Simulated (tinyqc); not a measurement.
Inside a calculation: free-carrier optics of a doped semiconductor (Drude model with one polar phonon). Values are carried at full precision from step to step, so a last printed digit may differ when a step is redone from the rounded ones.

eps(E) = ei [1 - Ep^2/(E^2 + i E Gam)] + (es - ei) wT^2/(wT^2 - E^2 - i E gT), with Ep^2 = 8 pi c (e^2/(4 pi eps0)) N/(m ei), c = hbar^2/2m0, N in 1/angstrom^3 (1e-24 per 1/cm^3); Gam = hbar/tau, tau = mu m m0/e with m0/e = 5.685630e-12 kg/C and mu in m^2/(V s). Energies in meV.

Constants: hbar^2/2m0 = 3.80998211 eV angstrom^2; e^2/(4 pi eps0) = 14.39964547 eV angstrom; hbar = 6.58211957e-16 eV s; hbar c = 1973.269805 eV angstrom.

Inputs chosen for the exercise (mass and dielectric values near those of SiC; N and mu are free inputs; interband absorption and the rise of the mass with filling are left out; the results hold for these values, not for the real material):
```
symbol  value    unit        meaning
N       3.6e+19  1/cm^3      carrier density
m       0.423    m0          conductivity mass
mu      190      cm^2/(V s)  mobility
ei      6.5                  high-frequency dielectric constant
wT      98.3     meV         TO phonon
es      9.75                 static dielectric constant
gT      0.6      meV         phonon damping
E       172.2    meV         photon energy
```

## Plasma energy and damping

Evaluate Ep, tau, Gam, the plasma wavelength hc/Ep (hc = 1239.841984 eV nm) and the dc resistivity 1/(e N mu), e = 1.602176634e-19 C.

Ep = 134.36 meV
tau = 45.70 fs
Gam = 14.40 meV
plasma wavelength = 9.23 micrometre
rho = 0.000913 ohm cm

Ep/Gam = 9.33: the plasma edge is sharp.

## Dielectric function at one energy

Insert the numbers.

free-carrier term = -3.9299+0.3287i
eps = 0.9991+0.3369i

## Optical constants

n + i k = sqrt(eps1 + i eps2) with k >= 0; R = ((n - 1)^2 + k^2)/((n + 1)^2 + k^2) at normal incidence from vacuum; alpha = 2 E k/(hbar c), times 1e8 for 1/cm; loss function Im(-1/eps) = eps2/(eps1^2 + eps2^2).

Convert eps at the photon energy E (in meV) into the optical constants.

n = 1.0133
k = 0.1662
R = 0.0068
alpha = 2.90e+03 1/cm

Light of this energy penetrates 1/alpha = 3.45 micrometre.

## Coupled plasmon-phonon modes

Without damping eps = 0 gives E^4 - (wL^2 + Ep^2) E^2 + Ep^2 wT^2 = 0 with wL = wT sqrt(es/ei) (Lyddane-Sachs-Teller).

wL = 120.39 meV

L-, L+ (meV): 82.26  160.57

L+ lies 26.20 meV above the larger of wL and Ep; L- lies below wT by 16.04 meV.

## Checks

- Integral of E eps2 of the free-carrier term against (pi/2) ei Ep^2 (meV^2): both 1.8433e+05.

(tinyqc, `OMP_NUM_THREADS=1 python tinyqc.py 1651622 1651623 out.jsonl`, Intel(R) Xeon(R) Processor @ 2.30GHz, 1 thread, shared host, about 0.01 s.)
